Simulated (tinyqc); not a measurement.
Comparisons within one model: temperature and isotope dependence of a band gap in oscillator models. A value that a table varies takes the place of the one given here.

E(T) = E0 - sum_i sl_i th_i n_i(T), n = 1/(exp(th/T) - 1). The same coupling lowers the gap at 0 K by the zero-point term ZP = sum_i sl_i th_i/2, so the gap of the static lattice is E0 + ZP. Thermal expansion is taken as part of the slopes.

Two-parameter forms are made to pass through the falls at the two temperatures T12: Varshni aV T^2/(T + bV), from the line T^2/fall = (T + bV)/aV; one oscillator s1 t1/(exp(t1/T) - 1), with t1 from the ratio of the falls.

Constants: kB = 8.617333262e-05 eV/K; hbar^2/2m0 = 3.80998211 eV angstrom^2.

Parameters, chosen for this exercise (near those of GaN; not measured data): E0 = 3.484 eV (gap at 0 K); th = (268, 903) K (temperatures of two oscillators); sl = (0.2292, 0.3438) meV/K (their high-temperature slopes); T12 = (640, 1490) K (temperatures of the fits); mm = 0.51 m0 (geometric mean of the density-of-states masses); T = 500 K (temperature).

## How far the fits carry

Falls of the gap from E0, and errors of the two fits against the model.

Results:

| T (K) | fall (meV) | Varshni - model (meV) | one oscillator - model (meV) | fall/ZP |
|---|---|---|---|---|
| 20 | 0.00 | 0.45 | 0.00 | 0.000 |
| 50 | 0.29 | 2.41 | -0.29 | 0.002 |
| 100 | 4.56 | 5.36 | -3.72 | 0.025 |
| 200 | 25.22 | 9.00 | -7.52 | 0.136 |
| 300 | 58.66 | 9.03 | -5.67 | 0.315 |
| 400 | 100.64 | 6.70 | -3.33 | 0.541 |
| 600 | 197.68 | 0.97 | -0.35 | 1.063 |
| 800 | 302.77 | -2.87 | 0.88 | 1.628 |

Below the first fit point the largest errors are +9.03 meV (Varshni, 300 K, on a fall of 58.66 meV) and -7.52 meV (one oscillator, 200 K); a T^2 law cannot freeze out; a single oscillator misses the soft modes. No row lies well beyond the second fit point, so the table does not test extrapolation to high T. The thermal fall equals ZP between 400 and 600 K.

## What the shift does to the intrinsic density

ni = 2 (mm kT/(4 pi c))^(3/2) exp(-E/2kT), c = hbar^2/2m0, with E(T) and with E0; 1 angstrom^-3 = 1e24 cm^-3. Apparent gap from an Arrhenius plot of ni/T^(3/2): E(T) - T dE/dT, dE/dT = -sum sl_i (th_i/T)^2 n_i (1 + n_i).

Results:

| T (K) | E(T) (eV) | ni (cm^-3) | ni with E(T) / ni with E0 | apparent gap (eV) |
|---|---|---|---|---|
| 200 | 3.4588 | 1.31e-25 | 2.079 | 3.5140 |
| 250 | 3.4434 | 1.36e-16 | 2.565 | 3.5275 |
| 300 | 3.4253 | 1.55e-10 | 3.110 | 3.5407 |
| 350 | 3.4052 | 3.51e-06 | 3.695 | 3.5526 |
| 400 | 3.3834 | 0.00683 | 4.305 | 3.5631 |
| 500 | 3.3363 | 301 | 5.548 | 3.5801 |
| 700 | 3.2344 | 7.41e+07 | 7.916 | 3.6028 |

Using E0 in place of E(T) understates ni by a factor that rises from 2.08 to 7.92, towards exp(sum sl/2kB) = 27.8. The slope of an Arrhenius plot returns neither E(T) nor E0 but the intercept of the tangent, 3.5407 eV at 300 K, which lies 57 meV above E0 and tends to the static gap 3.6699 eV.

## What each parameter does

Gap at T, slope -sum sl_i (th_i/T)^2 n_i (1 + n_i) and ZP. Each row changes one parameter from the base and keeps the others.

Results:

| case | E(T) (eV) | dE/dT (meV/K) | ZP (meV) |
|---|---|---|---|
| base | 3.3363 | -0.4876 | 185.94 |
| T = 540 K | 3.3166 | -0.4983 | 185.94 |
| E0 = 3.494 eV | 3.3463 | -0.4876 | 185.94 |
| th = (268, 1083) K | 3.3492 | -0.4597 | 216.88 |
| sl = (0.298, 0.3438) meV/K | 3.3103 | -0.5548 | 195.16 |

The largest shifts from the base row, up to three for each result and ties (the steps differ in size, so this ranks the rows, not the parameters). E(T) (eV): sl -0.0260, T -0.0197, th +0.0128. dE/dT (meV/K): sl -0.0672, th +0.0279, T -0.0107; unchanged at the printed digits by E0. ZP (meV): th +30.94, sl +9.22; unchanged at the printed digits by T and E0.

Run: tinyqc, `OMP_NUM_THREADS=1 python tinyqc.py 1881242 1881243 out.jsonl`; Intel(R) Xeon(R) Processor @ 2.30GHz, one thread, shared host; about 0.01 s of CPU time with all checks.
